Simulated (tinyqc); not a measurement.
# Ballistic conductance of a hard-wall wire of rectangular section by counting modes, step by step

Computed by the program tinyqc: `OMP_NUM_THREADS=1 python tinyqc.py 2740130 2740131 out.jsonl`, one thread of a shared Intel Xeon 2.30GHz, about 0.8 s for the whole run. Printed values are rounded.

Subband edges E_(a,b) = (C pi^2/m) [(a/W)^2 + (b/Hh)^2], a, b = 1, 2, ...; C = hbar^2/(2 m0). Every mode transmits fully; spin gives the factor 2 in 2 q^2/h, valleys the factor gv.

Inputs (values chosen for the exercise): temperature T = 300 K; mass m = 0.064 m0; valleys gv = 1; Fermi energy above the bulk band edge Ef = 0.114 eV; width W = 13 nm; height Hh = 23 nm; highest subband edge listed Et = 0.217 eV.

Constants: q = 1.602176634e-19 C, kB = 1.380649e-23 J/K, hbar = 1.054571817e-34 J s, h = 6.62607015e-34 J s, m0 = 9.1093837015e-31 kg, Vt = kB T/q, hbar^2/(2 m0) = 0.0380998212 eV nm^2. Results are converted to the units shown.

## Subband edges and their occupation

List the edges below Et; each adds its degeneracy times f = 1/(1 + exp((E_n - Ef)/Vt)) to the thermal mode count.

edge, mode 1,1 to 1,4 (eV): [0.045873, 0.079193, 0.134727, 0.150171, 0.183491, 0.212474]
degeneracy, mode 1,1 to 1,4: [1, 1, 1, 1, 1, 1]
f, mode 1,1 to 1,4: [0.933098, 0.793539, 0.309651, 0.197949, 0.063682, 0.021686]

## Conductance and ballistic resistance

G = (2 q^2/h) gv M; at zero temperature M counts the edges below Ef, at T it is the sum of degeneracy times f. The smooth (Sharvin) count is kF^2 A/(4 pi), kF = sqrt(m Ef/C), A = W Hh, perimeter p = 2 (W + Hh), and with the boundary term kF^2 A/(4 pi) - kF p/(4 pi). The sum runs over the edges listed.

M at zero temperature = 2
M at T = 2.31961
G = 179.725 uS
resistance 1/G = 5.56405 kohm
smooth count = 4.55641

The smooth count is 96 % above M at T. With the boundary term it is 2.05.
